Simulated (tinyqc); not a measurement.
An infinitely deep well in a field (quantum-confined Stark shift), Airy functions: two steps of the calculation.

Hard walls at x = -L/2 and +L/2; between them U(x) = -F x (eV, zero at the centre). C = hbar^2/(2 m0), e = (C F^2/m1)^(1/3), z1 = (F L/2 - E)/e at the left wall and z2 = (-F L/2 - E)/e at the right wall. Levels are the roots of D(E) = Ai(z1) Bi(z2) - Ai(z2) Bi(z1).

Parameters, values chosen for the exercise:
- m1 = 0.54 m0 (mass)
- L = 19.2 nm (well width)
- F = 0.00015 V/nm (field)
- n = 1 (level sought)

Constants: q = 1.602176634e-19 C, hbar = 1.054571817e-34 J s, m0 = 9.1093837015e-31 kg, hbar^2/(2 m0) = 0.0380998212 eV nm^2. Results are converted to the units shown.

Task 1. Level without field and second-order shift. E_n(0) = C (n pi/L)^2/m1; second-order shift m1 F^2 L^4 (1 - 15/(pi n)^2)/(48 C pi^2 n^2).

Wanted: E_n(0); second-order shift; F L/E_1(0).

Result 1.

E_n(0) = 0.001889 eV
second-order shift = -0.04755 meV
F L/E_1(0) = 1.525

Task 2. Secant step for the level. Secant step from the last two trial energies, E_a the older and E_b the newer: next = E_b - D(E_b) (E_b - E_a)/(D(E_b) - D(E_a)).

first trial energy = 0.0019 eV
second trial energy = 0.0018 eV

Find: D(E_a); D(E_b); third trial energy.

Result 2.

D(E_a) = 0.012127
D(E_b) = -0.0090015
third trial energy = 0.0018426 eV

tinyqc, about 0.02 s, one thread, Intel Xeon 2.30GHz (shared host): `OMP_NUM_THREADS=1 python tinyqc.py 2580011 2580012 out.jsonl`
